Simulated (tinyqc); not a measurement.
Field-effect mobility of a thin-film transistor with band-tail and deep states (multiple trapping): one step, computed by the program tinyqc. Command: `OMP_NUM_THREADS=1 python tinyqc.py 3029466 3029467 out.jsonl tft walk`. One thread of a shared host (Intel(R) Xeon(R) Processor @ 2.30GHz), about 0.05 s of CPU time with the checks.

A thick film in accumulation at small drain voltage. Only free electrons move; trapped ones still screen the gate. N_c and mu_0 are held fixed when T changes, leaving out the T^(3/2) growth of N_c. x = E_0 - psi is the distance of the Fermi level below the band edge.

Question. Free and trapped densities. F_j(eta) = int_0^infinity x^j/(1 + exp(x - eta)) dx, without a gamma-function factor. Integrals over x = E/(k_B T) use 160 Gauss-Legendre points in u = sqrt(x) from 0 to sqrt(max(eta, 0) + 32). Free n(x) = N_c (2/sqrt(pi)) F_1/2(-x/k_B T), with F_1/2 from its two-term series in exp(-x/k_B T) for x >= 12 k_B T; tail n_t(x) = int_0^1.2eV g_t exp(-E/E_t)/(1 + exp((x - E)/k_B T)) dE, E counted down from the edge, 120 Gauss-Legendre points; deep charge g_d psi; space charge rho(psi) = n + n_t + g_d psi less its value at psi = 0.

Inputs (values chosen for the exercise, modelled on an amorphous In-Ga-Zn oxide):
```
quantity                           value         unit
effective density of states N_c  4.6e+18       1/cm^3
tail density at the edge g_t     1.3e+19  1/(eV cm^3)
tail width E_t                        21          meV
temperature T                        350            K
```

Deep states: included.

Constants: k_B = 8.617333262e-05 eV/K.

Give: Local densities at x = 0.4, 0.3, 0.2, 0.15, 0.1, 0.05, 0 and -0.05 eV.

Answer.

Local densities at x = 0.4, 0.3, 0.2, 0.15, 0.1, 0.05, 0 and -0.05 eV:
```
x (eV)  n (1/cm^3)  n_t (1/cm^3)  n/(n + n_t)
0.40     7.999e+12     1.556e+12       0.8371
0.30     2.203e+14     4.226e+13       0.8390
0.20     6.063e+15     1.095e+15       0.8471
0.15     3.175e+16     5.259e+15       0.8579
0.10     1.649e+17     2.280e+16       0.8786
0.05     8.230e+17     7.876e+16       0.9127
0.00     3.520e+18     1.771e+17       0.9521
-0.05    1.080e+19     2.459e+17       0.9777
```

E_t/k_B T = 0.70: the tail is narrower than about k_B T, so deep in the gap n_t roughly follows n, and the free share changes far less than n does.
